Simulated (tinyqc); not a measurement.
X-ray photoelectron analysis of a thin oxide on a semiconductor: attenuation lengths, thickness, angle series and band offsets. Inputs raised by 5 %, one at a time. Computed by tinyqc, a small Python program. Command: `OMP_NUM_THREADS=1 python tinyqc.py 3111530 3111531 out.jsonl xps sens`. One thread of a shared host (Intel(R) Xeon(R) Processor @ 2.30GHz), about 0.01 s of CPU time with the checks.

The same element is seen in the oxide and in the substrate, at nearly the same kinetic energy; films are flat and uniform, and the work function is ignored.

Inputs (values chosen for the exercise, modelled on SiO2 on 4H-SiC):
```
quantity                                           value     unit
photon energy                                     1486.6       eV
binding energy of the core level                   100.5       eV
oxide density                                       2.23   g/cm^3
oxide formula mass                                 60.08    g/mol
valence electrons per oxide formula                   16        -
oxide gap                                           9.01       eV
substrate density                                   3.21   g/cm^3
substrate formula mass                              40.1    g/mol
valence electrons per substrate formula                8        -
substrate gap                                       3.26       eV
oxide thickness d                                    1.1       nm
emission angle from the normal                        60  degrees
attenuation length over inelastic mean free path    0.87        -
carbon overlayer                                     0.6       nm
counts in the two peaks together                   60000        -
valence band offset used to make the data           2.88       eV
core level less valence band top, substrate        98.86       eV
core level less valence band top, thick oxide       98.5       eV
field in the oxide                                   1.1    MV/cm
```

Method:
- TPP-2M: lambda = E/(E_p^2 [b ln(c E) - C/E + D/E^2]) in angstrom, E_p = 28.8 sqrt(N_v rho/M), b = -0.10 + 0.944/sqrt(E_p^2 + E_g^2) + 0.069 rho^0.1, c = 0.191/sqrt(rho), U = N_v rho/M, C = 1.97 - 0.91 U, D = 53.4 - 20.8 U, with E = photon energy less binding energy in eV.
- Attenuation length L = factor x lambda.
- R_0 = (rho_o/M_o) L_o/((rho_s/M_s) L_s); peak ratio R = I_ox/I_sub = R_0 [exp(d/(L_o cos theta)) - 1]; hence d = L_o cos theta ln(1 + R/R_0). A carbon layer weakens both peaks alike, by exp(-d_C/(L_o cos theta)) if its L is taken equal to L_o. This R_0 leaves out intrinsic losses from the substrate peak, so calibrated values can be larger.
- With x = d/(L_o cos theta): d ln d/d ln R = (1 - exp(-x))/x = -d ln d/d ln R_0; counting error of R = 1/sqrt(N f (1 - f)), f the oxide share, which times the sensitivity gives that of d; an angle error adds tan(theta) d theta; d is proportional to L_o at fixed R_0. Assumed errors: 5 % in R_0, 1 degree, 5 % in L_o.
- Valence band offset = (E_core - E_v)(substrate) - (E_core - E_v)(oxide) + (core level separation at the interface, oxide less substrate). The separation is made here from the given offset; a uniform field F that raises the binding energy towards the surface shifts the oxide peak by e F <z>, <z> = d/(1 - exp(-x)) - d/x, x = d/(L_o cos theta), being the mean distance from the interface. Conduction band offset = oxide gap - substrate gap - valence band offset.

Runs:
```
input moved                                         from       to  ratio R      R_0  apparent valence band offset (eV)  counting error of d (%)
base run                                               -        -  0.56588  0.61765                             2.9470                  0.62478
photon energy (eV)                                1486.6  1560.93  0.53519  0.61777                             2.9468                  0.63732
oxide density (g/cm^3)                              2.23   2.3415  0.59660  0.64128                             2.9471                  0.61839
oxide gap (eV)                                      9.01   9.4605  0.56177  0.63040                             2.9469                  0.62910
oxide thickness d (nm)                               1.1    1.155  0.60499  0.61765                             2.9507                  0.61045
attenuation length over inelastic mean free path    0.87   0.9135  0.52979  0.61765                             2.9467                  0.63963
field in the oxide (MV/cm)                           1.1    1.155  0.56588  0.61765                             2.9504                  0.62478
counts in the two peaks together                   60000    63000  0.56588  0.61765                             2.9470                  0.60973
```

Exponents ln(y'/y) / ln(x'/x):
```
input                                             ratio R    R_0  apparent valence band offset  counting error of d
photon energy                                      -1.143  0.004                        -0.002                0.407
oxide density                                       1.084  0.769                         0.001               -0.211
oxide gap                                          -0.149  0.419                        -0.001                0.141
oxide thickness d                                   1.370  0.000                         0.026               -0.476
attenuation length over inelastic mean free path   -1.351  0.000                        -0.002                0.481
field in the oxide                                  0.000  0.000                         0.023                0.000
counts in the two peaks together                    0.000  0.000                         0.000               -0.500
```

Which inputs matter most for each result?

Among the inputs moved here: ratio R answers most in size to oxide thickness d (exponent +1.370), and about equally to attenuation length over inelastic mean free path (-1.351); its exponent is below 0.0005 for field in the oxide, counts in the two peaks together. R_0 answers most in size to oxide density (exponent +0.769), next to oxide gap (+0.419); its exponent is below 0.0005 for oxide thickness d, attenuation length over inelastic mean free path, field in the oxide, counts in the two peaks together. Apparent valence band offset answers most in size to oxide thickness d (exponent +0.026), next to field in the oxide (+0.023); its exponent is below 0.0005 for counts in the two peaks together. Counting error of d answers most in size to counts in the two peaks together (exponent -0.500), next to attenuation length over inelastic mean free path (+0.481); its exponent is below 0.0005 for field in the oxide. Its exponent -0.500 in counts in the two peaks together: counting statistics.

Caution (all rows): beyond about 60 degrees elastic scattering and roughness make a single attenuation length unreliable.

Extremes, crossings and ranges named in words are read from the listed rows.
